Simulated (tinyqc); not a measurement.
Thermoelectric coefficients with electrons and holes, Landauer integrals: two steps of the calculation.

Bulk parabolic band, x = (E - Ec)/kB T, C = hbar^2/(2 m0), kB T in eV. Modes per area gv m kB T x/(4 pi C) times the back-scattering length l0 x^rr give the transport function s0 X(x), s0 = (2 q^2/h) gv m kB T l0/(4 pi C), X = x^(1 + rr). Holes have the same form with the prefactor bb s0 and the reduced level -eta - xg in place of eta. I_k = int X (x - eta)^k w dx, w = 1/(4 cosh^2((x - eta)/2)).

Parameters, values chosen for the exercise:
```
symbol,value,unit,meaning
T,700,K,temperature
m,0.43,m0,mass of one valley
gv,3,,valleys
l0,17,nm,back-scattering length at x = 1
rr,0,,energy exponent of that length
eta,0.7,,reduced Fermi level (EF - Ec)/kB T
xa,0,,lower end of the grid
xe,11,,upper end of the grid
nE,13,,points of the grid
```

Constants: q = 1.602176634e-19 C, kB = 1.380649e-23 J/K, hbar = 1.054571817e-34 J s, h = 6.62607015e-34 J s, m0 = 9.1093837015e-31 kg, Vt = kB T/q, hbar^2/(2 m0) = 0.0380998212 eV nm^2. Results are converted to the units shown.

Task 1. The three integrals on a coarse grid. Simpson's rule on nE equally spaced points from xa to xe.

Wanted: x; X; w; X w; I_0, I_1, I_2 on this grid.

Result 1.

| point | x | X | w | X w |
|---|---|---|---|---|
| 0 | 0.000 | 0 | 0.22171 | 0 |
| 1 | 0.917 | 0.91667 | 0.24709 | 0.22650 |
| 2 | 1.833 | 1.8333 | 0.18423 | 0.33776 |
| 3 | 2.750 | 2.7500 | 0.10104 | 0.27787 |
| 4 | 3.667 | 3.6667 | 0.046558 | 0.17071 |
| 5 | 4.583 | 4.5833 | 0.019760 | 0.090568 |
| 6 | 5.500 | 5.5000 | 0.0080959 | 0.044528 |
| 7 | 6.417 | 6.4167 | 0.0032691 | 0.020977 |
| 8 | 7.333 | 7.3333 | 0.0013123 | 0.0096236 |
| 9 | 8.250 | 8.2500 | 5.2556e-4 | 0.0043358 |
| 10 | 9.167 | 9.1667 | 2.1028e-4 | 0.0019275 |
| 11 | 10.083 | 10.083 | 8.4100e-5 | 8.4801e-4 |
| 12 | 11.000 | 11.000 | 3.3631e-5 | 3.6994e-4 |

I_0, I_1, I_2 on this grid: [1.1042, 2.1066, 6.5062]

Task 2. Coefficients of the electrons. sigma = s0 I_0, S = -(kB/q) I_1/I_0, Lorenz number L = (kB/q)^2 [I_2/I_0 - (I_1/I_0)^2], kappa_e = L sigma T.

converged I_0, I_1, I_2: [1.1031860, 2.1163510, 6.5654772]

Find: s0; sigma; S; L; kappa_e.

Result 2.

s0 = 2140.8 S/cm
sigma = 2361.7 S/cm
S = -165.31 uV/K
L = 1.6865 x 1e-8 V^2/K^2
kappa_e = 2.7881 W/(m K)

L is 31 % below the Sommerfeld value (pi^2/3)(kB/q)^2 = 2.443e-8 V^2/K^2.

Range of the model: Parabolic bands, elastic scattering and a fixed kL make these model figures, not those of a material.

Numbers from tinyqc (`OMP_NUM_THREADS=1 python tinyqc.py 2800028 2800029 out.jsonl`; about 0.03 s on one thread of a shared Intel Xeon 2.30GHz).
